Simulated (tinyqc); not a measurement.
## Probe couplings from its potential

Question. One voltage probe p sits between leads L (mu = 1) and R (mu = 0) without magnetic field: mu_p = T_pL/(T_pL + T_pR), T_eff = T_RL + T_pL T_pR/(T_pL + T_pR). Find T_pL and T_pR.

T_RL = 0.28
mu_p = 0.69811321
T_eff = 0.39169811

Answer. T_eff - T_RL equals T_pL (1 - mu_p) and also T_pR mu_p.

T_pL = 0.370
T_pR = 0.160

Computed by the program tinyqc: `OMP_NUM_THREADS=1 python tinyqc.py 2700007 2700008 out.jsonl`, one thread of a shared Intel Xeon 2.30GHz, about 0.01 s for the whole run.
